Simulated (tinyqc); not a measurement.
Inside a calculation: inter-valley coupling by envelope functions against a chain of atomic planes. Values are carried at full precision from step to step, so a last printed digit may differ when a step is redone from the rounded ones.

Chain: E(phi) = e0 + 2 v cos(phi) + 2 u cos(2 phi), cos(phi0) = -v/(4u), e0 = 2u + v^2/(4u); plane j = 0, 1, ... has the potential V_j = dE x_j + F (j - 30) a/4 (1 MV/m = 1e-4 V/angstrom). There are 30 barrier planes a side; with y = j - 29.5, x_j = xb (f(y) + f(Nw - y)), f(y) = 1/(1 + exp(y/L)), plus any Ge added in the well. The valley splitting is the spacing of the two lowest levels. Envelope theory: F_j solves a one-valley chain with hopping -b and diagonal 2b + V_j, b = 4u sin^2(phi0), sum F_j^2 = 1; the valleys couple by Dv = sum_j F_j^2 V_j exp(-2 i phi0 j) and split by 2|Dv|.

Constants: hbar^2/2m0 = 3.80998211 eV angstrom^2.

Values chosen for the exercise (near those of the Delta valleys of silicon in a SiGe well; shifted at random, so the results belong to these values and not to a real crystal):
- a = 5.431 angstrom (lattice constant; planes lie a/4 apart)
- u = 0.597 eV (second-neighbour hopping)
- v = 0.566 eV (nearest hopping)
- Nw = 50 (planes in the well)
- L = 1.5 planes (interface width)
- xb = 0.33 (Ge fraction of the barriers)
- dE = 0.56 eV (offset per unit Ge fraction)
- F = 2 MV/m (field)
- js = 43 (plane j of a Ge spike (the well starts at j = 30))
- xs = 0.2 (Ge fraction added on that plane)

## Valley phase, mass and the wavelengths that couple the valleys

phi0; b = 4u sin^2(phi0); mass m/m0 = c/(b (a/4)^2), c = hbar^2/2m0. A potential couples the valleys if its phase advances by 2 phi0 a plane, or, since only whole planes count, by 2 pi - 2 phi0: periods pi/phi0 and pi/(pi - phi0) planes.

phi0 = 1.81009 rad
b = 2.25385 eV
mass = 0.9170 m0

periods (planes): pi/phi0 1.7356, pi/(pi - phi0) 2.3594

longer period = 3.2035 angstrom

## The smooth well

Lowest doublet of the chain and the envelope result.

level (meV): chain 13.973, envelope 13.991

splitting (micro-eV): chain 0.0388, envelope 0.0408

planes covered, 1/sum F^4 = 35.73
largest F_j^2 = 0.03778

The levels agree within 0.02 meV. A graded interface has little Fourier weight at 2 phi0, so the splitting is a small remainder of cancelling terms; the envelope value is 1.05 times that of the chain.

## One plane of added Ge, to first order

F_j^2 of the smooth well on that plane = 0.02935

F_j is the envelope on plane j (sum F_j^2 = 1) and Dv the coupling of the two valleys, which split by 2|Dv|. A single plane has Fourier weight at all wavelengths: it adds dE xs F_j^2 to |Dv|, so the splitting is about 2 dE xs F_j^2 if this term rules, and the mean of the doublet rises by dE xs F_j^2.

splitting = 6574 micro-eV
rise of the mean level = 3.287 meV

The chain with the spike gives 4304 micro-eV and a rise of 2.152 meV; the envelope solved with the spike gives 4137. First order is +53 % off: the state draws back from the spike, which the envelope solved anew includes.

## Checks

- Splitting with a weak spike (0.02) on plane j = 46 from the envelope against the chain (micro-eV): 745 against 746.

Program tinyqc; command `OMP_NUM_THREADS=1 python tinyqc.py 1480001 1480002 out.jsonl`; about 0.05 s on one thread of a shared Intel(R) Xeon(R) Processor @ 2.30GHz.
